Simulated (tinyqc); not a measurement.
Tersoff bond-order potential: one step, computed by the program tinyqc. Command: `OMP_NUM_THREADS=1 python tinyqc.py 3001675 3001676 out.jsonl tersoff walk`. One thread of a shared host (Intel(R) Xeon(R) Processor @ 2.30GHz), about 0.01 s of CPU time with the checks.

E = (1/2) sum_(i, j != i) [A exp(-lambda r_ij) - b_ij B exp(-mu r_ij)], b_ij = (1 + (beta zeta_ij)^n)^(-1/(2n)), zeta_ij = sum_(k != i, j) g(theta_ijk), g = 1 + c^2/d^2 - c^2/(d^2 + (h - cos theta)^2), with theta at atom i. Only nearest neighbours count (cut-off function 1 for them, 0 beyond).

Task: The diamond lattice. zeta = 3 g(cos theta = -1/3). With z equal bonds of order b, r = ln(lambda A/(mu b B))/(lambda - mu) and E per atom = -(z/2) b B exp(-mu r)(1 - mu/lambda). a0 = 4 r/sqrt3; B0 = phi''(r)/(3 a0) with phi'' = mu (lambda - mu) b B exp(-mu r), since b does not change under uniform scaling.

Inputs (values chosen for the exercise, modelled on silicon):

| quantity | value | unit |
|---|---|---|
| A | 1864.3 | eV |
| B | 475.4 | eV |
| lambda | 2.4799 | 1/angstrom |
| mu | 1.7322 | 1/angstrom |
| beta | 1.12e-06 | - |
| n | 0.7953 | - |
| c | 100600 | - |
| d | 16.25 | - |
| h | -0.5944 | - |

Constants: 1 eV/angstrom^3 = 160.2176634 GPa.

Give: zeta; bond order b; bond length; energy per atom of the diamond lattice; lattice constant a0; bulk modulus B0.

Result:

zeta = 29671

bond order b = 0.9602

bond length = 2.362 angstrom

energy per atom of the diamond lattice = -4.603 eV

lattice constant a0 = 5.454 angstrom

bulk modulus B0 = 96.80 GPa
